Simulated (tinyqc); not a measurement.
What moves the results: plasmons of a degenerate electron gas in the random-phase approximation. A value that a table varies takes the place of the one given here.

Zero temperature, parabolic band: kF = (3 pi^2 n)^(1/3), EF = c kF^2/m, Ep^2 = 8 pi c e2 n/(m eb), qTF^2 = 6 pi e2 n/(eb EF), c = hbar^2/2m0, e2 = e^2/(4 pi eps0), n in 1/angstrom^3 (1e-24 per 1/cm^3).

Lindhard function: eps(q, E)/eb = 1 + (qTF/q)^2 (f1 + i f2) with z = q/(2 kF), u = E/(hbar vF q), hbar vF = 2 c kF/m; f1 = 1/2 + [h(z - u) + h(z + u)]/(8 z), h(x) = (1 - x^2) ln|(x + 1)/(x - 1)|; f2 = pi u/2 for z + u < 1, (pi/(8 z))(1 - (z - u)^2) for |z - u| < 1 < z + u, else 0. Pairs exist for c (q^2 - 2 q kF)/m < E < c (q^2 + 2 q kF)/m.

Constants: hbar^2/2m0 = 3.80998211 eV angstrom^2; e^2/(4 pi eps0) = 14.39964547 eV angstrom; a0 (Bohr radius) = 0.5291772105 angstrom.

Inputs chosen for the exercise (a free-electron density near that of Al; the results hold for these values, not for the real material):
- n = 1.76e+23 1/cm^3 (electron density)
- m = 1 m0 (mass)
- eb = 1 (background dielectric constant)
- ed = 3.9 (dielectric constant of the surroundings)
- d = 50 angstrom (film thickness)
- qp = 0.855 1/angstrom (wave vector of the plasmon)

## Dispersion and weight of the plasmon

Short formula: E^2 = Ep^2 + (3/5)(hbar vF q)^2 + (c q^2/m)^2; qc is where the plasmon meets the top of the continuum. The weight is the share of the f-sum that the plasmon carries, 2E/(Ep^2 d(eps/eb)/dE); a dash marks no undamped root.

Energies (eV):
```
q (1/angstrom)   q/kF  top of continuum  plasmon  short formula  weight
0.129           0.074             1.768    15.63          15.63   1.000
0.321           0.185             4.633    15.93          15.93   1.000
0.514           0.296             7.797    16.50          16.47   0.997
0.707           0.408             11.24    17.38          17.28   0.986
0.900           0.519             14.98    18.65          18.36   0.951
1.03            0.594             17.65    19.81          19.24   0.893
1.16            0.669             20.45    21.31          20.25   0.763
1.25            0.721             22.47    22.64          21.02   0.548
1.41            0.813             26.20        -          22.54       -
1.67            0.963             32.69        -          25.45       -
```

qc = 1.286 1/angstrom

Ep = 15.58 eV. The plasmon rises from 15.63 to 22.64 eV just before qc, 45 % above Ep. The short formula errs by -0.54 % at q/kF = 0.41 and -7.16 % next to qc. The weight falls from 1.000 to 0.548 as pairs take over the sum.

## Density dependence

n is multiplied by the factor listed.

Results:
```
factor     rs  EF (eV)  Ep (eV)  Ep/EF  qc/kF  alpha = 3 EF/(5 Ep)
0.10    4.507    2.467    4.926  1.997  0.988                0.301
0.20    3.577    3.917    6.967  1.779  0.907                0.337
0.50    2.636    7.214    11.02  1.527  0.809                0.393
1.0     2.092    11.45    15.58  1.360  0.742                0.441
2.0     1.660    18.18    22.03  1.212  0.679                0.495
5.0     1.223    33.49    34.83  1.040  0.605                0.577
10      0.971    53.16    49.26  0.927  0.554                0.647
```

Over two decades Ep grows by 10.0 (n^(1/2)) and EF by 21.5 (n^(2/3)), so Ep/EF falls from 1.997 to 0.927 as sqrt(rs), and qc/kF from 0.988 to 0.554: in a dense gas the plasmon enters the continuum earlier on the scale of kF. alpha is the coefficient in E = Ep + alpha hbar^2 q^2/(m m0). The random-phase values are only rough in the rows with rs above about 2 (up to 4.5 here).

## Thin film modes against wave vector (bulk, surface, particle and sheet plasmons)

Drude medium eps = eb (1 - Ep^2/E^2), no retardation. A film of thickness d has modes eps = -ed coth(q d/2) (lower) and eps = -ed tanh(q d/2) (upper); a sheet with ns = n d has E^2 = 4 pi c e2 ns q/(m ed). One surface: eps = -ed; small sphere: eps = -2 ed.

Modes (eV):
```
q d    q (1/angstrom)   lower  upper   sheet
0.020        0.000400  0.7878  15.28  0.7888
0.050         0.00100   1.243  14.87   1.247
0.10          0.00200   1.752  14.25   1.764
0.20          0.00400   2.459  13.22   2.494
0.50           0.0100   3.787  11.14   3.944
1.0            0.0200   5.070  9.306   5.578
2.0            0.0400   6.297  7.818   7.888
4.0            0.0800   6.935  7.140   11.16
8.0             0.160   7.036  7.039   15.78
```

bulk, surface, sphere (eV): 15.58  7.037  5.251

At small q d the lower mode tends to the sheet law sqrt(q) (within 5 % up to q d = 0.5 of the values listed) and the upper one starts near the bulk value. At q d = 8 the two are 0.0038 eV apart around the surface value 7.037 eV. Retardation, left out here, matters where q is below about three times sqrt(ed) E/(hbar c), hbar c = 1973.27 eV angstrom: that holds for 5 of the rows (from the top) for the lower mode and 6 for the upper one.

## What moves the plasmon

The plasmon is taken at qp. Each row changes one parameter from the base and keeps the others.

Results:
```
case                   Ep (eV)  plasmon at qp (eV)  qc (1/angstrom)
base                     15.58               18.31            1.286
n = 2.11e+23 1/cm^3      17.06               19.83            1.335
m = 1.15 m0              14.53               16.74            1.355
eb = 1.1                 14.85               17.72            1.240
qp = 0.598 1/angstrom    15.58               16.84            1.286
```

The largest shifts from the base row, up to three for each result and ties (the steps differ in size, so this ranks the rows, not the parameters). Ep (eV): n +1.48, m -1.05, eb -0.725; unchanged at the printed digits by qp. plasmon at qp (eV): m -1.57, n +1.52, qp -1.47. qc (1/angstrom): m +0.0695, n +0.0493, eb -0.0455; unchanged at the printed digits by qp.

(tinyqc, `OMP_NUM_THREADS=1 python tinyqc.py 1680144 1680145 out.jsonl`, Intel(R) Xeon(R) Processor @ 2.30GHz, 1 thread, shared host, about 0.01 s.)
